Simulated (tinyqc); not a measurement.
Gap voltage and exponent from three temperatures.

Inverse problem. At constant current VBE(T) = Vg0 - a T - eta (kB T/q) ln T, where a is a constant. Find Vg0, eta and dVBE/dT at the middle temperature.

Constants: q = 1.602176634e-19 C, kB = 1.380649e-23 J/K. Results are converted to the units shown.

T (K): [253, 330, 360]
VBE at a constant current (V): [0.7113855969, 0.5496543858, 0.4848285566]

Solution. The relation is linear in Vg0, a and eta, so three points give a linear system; the slope is (VBE - Vg0 - eta kB T/q)/T. eta rests on the curvature of VBE(T) alone, so real fits need accuracy of some tens of microvolts or better.

Vg0 = 1.14 V
eta = 4.10
dVBE/dT = -2.15 mV/K

tinyqc, about 0.03 s, one thread, Intel Xeon 2.30GHz (shared host): `OMP_NUM_THREADS=1 python tinyqc.py 2062194 2062195 out.jsonl`
